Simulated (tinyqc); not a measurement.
# Stoner model of a band magnet at zero temperature, step by step

A worked calculation. Computed by tinyqc, a small Python program that keeps every step. Command: `OMP_NUM_THREADS=1 python tinyqc.py 3014085 3014086 out.jsonl stoner walk`. One thread of a shared host (Intel(R) Xeon(R) Processor @ 2.30GHz), about 0.01 s of CPU time with the checks. Intermediate numbers are printed to about 6 digits and carried at full precision; extremes and crossings named in words are read from the listed rows.

Five orbitals per spin share one band; u = (E - E_bottom)/W runs from 0 to 1, and the states per spin, atom and energy are g = 5 d(u)/W with d = 1 - c cos(4 pi u). N(u) is the integral of d from 0. The moment m = n_up - n_down (electrons per atom) moves the fillings to n +/- m/10; the energy is E(m) = E_band(m) - I m^2/4.

Inputs (values chosen for the exercise, for a model d band):

| quantity | value | unit |
|---|---|---|
| band width W | 4.9 | eV |
| filling n per spin orbital | 0.32 | - |
| Stoner parameter I | 0.621 | eV |
| depth c of the valley | 0.6 | - |
| field B | 10 | T |
| start moment m0 | 0.67 | mu_B |
| largest number of steps | 600 | - |

Density of states: two peaks.

Constants: mu_B = 5.7883818060e-05 eV/T.

## The paramagnetic state

Solve N(u_F) = n; g_F = 5 d(u_F)/W; the Stoner product is I g_F.

u_F = 0.294613

g_F = 1.53893 1/eV

Stoner product I g_F = 0.955678

I g_F < 1: the paramagnet is locally stable.

## Exchange-enhanced response

The susceptibility is enhanced by 1/(1 - I g_F), and a field B induces m = 2 mu_B B g_F/(1 - I g_F).

enhancement = 22.5622

induced moment = 0.0401966 mu_B

## Fixed-moment scan

For a moment m the Fermi levels of the two spins lie W [u(n + m/10) - u(n - m/10)] =: Delta apart; gbar = m/Delta is the mean density of states between them. A solution has I gbar = 1, is stable where gbar falls with m, or sits at saturation m_max = 10 min(n, 1 - n) if I gbar > 1 there. E_band(m) = 5 W [e(n + m/10) + e(n - m/10) - 2 e(n)], e = integral of u d(u) up to the Fermi level.

Against the moment:

| m (mu_B) | Delta (eV) | I gbar | E(m) - E(0) (meV) |
|---|---|---|---|
| 0.16 | 0.10411 | 0.954341 | 0.187 |
| 0.48 | 0.31596 | 0.943424 | 1.899 |
| 0.96 | 0.66008 | 0.903169 | 10.772 |
| 1.44 | 1.09197 | 0.818923 | 39.262 |
| 1.92 | 1.76557 | 0.675319 | 126.747 |
| 2.40 | 2.34581 | 0.635345 | 302.423 |
| 2.88 | 2.86567 | 0.624105 | 532.814 |
| 3.20 | 3.32056 | 0.598453 | 723.892 |

I gbar runs between 0.598 and 0.954; the energy falls with m where it exceeds 1 and rises where it is below. The lowest row is m = 0.16, and no row lies below the paramagnet.

## Self-consistent moment

Split the bands by Delta = I m, find the common Fermi level that keeps 10 n electrons, and read m(out) = 5 [N(u + Delta/(2W)) - N(u - Delta/(2W))], N clipped to 0 and 1. Start from m0 (at most 0.9 m_max, m_max = 10 min(n, 1 - n)); stop when m changes by less than 1e-8; moments under 1e-5 count as 0.

Iteration:

| step | m in (mu_B) | Delta (eV) | m out (mu_B) |
|---|---|---|---|
| 1 | 6.70000e-01 | 4.16070e-01 | 6.26122e-01 |
| 2 | 6.26122e-01 | 3.88822e-01 | 5.86783e-01 |
| 3 | 5.86783e-01 | 3.64392e-01 | 5.51229e-01 |
| 4 | 5.51229e-01 | 3.42313e-01 | 5.18876e-01 |
| 5 | 5.18876e-01 | 3.22222e-01 | 4.89266e-01 |
| ... | ... | ... | ... |
| 322 | 2.59999e-07 | 1.61460e-07 | 2.48476e-07 |
| 323 | 2.48476e-07 | 1.54303e-07 | 2.37463e-07 |
| 324 | 2.37463e-07 | 1.47464e-07 | 2.26938e-07 |
| 325 | 2.26938e-07 | 1.40929e-07 | 2.16880e-07 |
| 326 | 2.16880e-07 | 1.34682e-07 | 2.07267e-07 |

moment m = 0 mu_B

last change of m = 9.61251e-09

The moment dies away, once small by the factor I g_F a step.

Checks made by the program: N(u_F) against quadrature of d (relative difference below 1e-10).
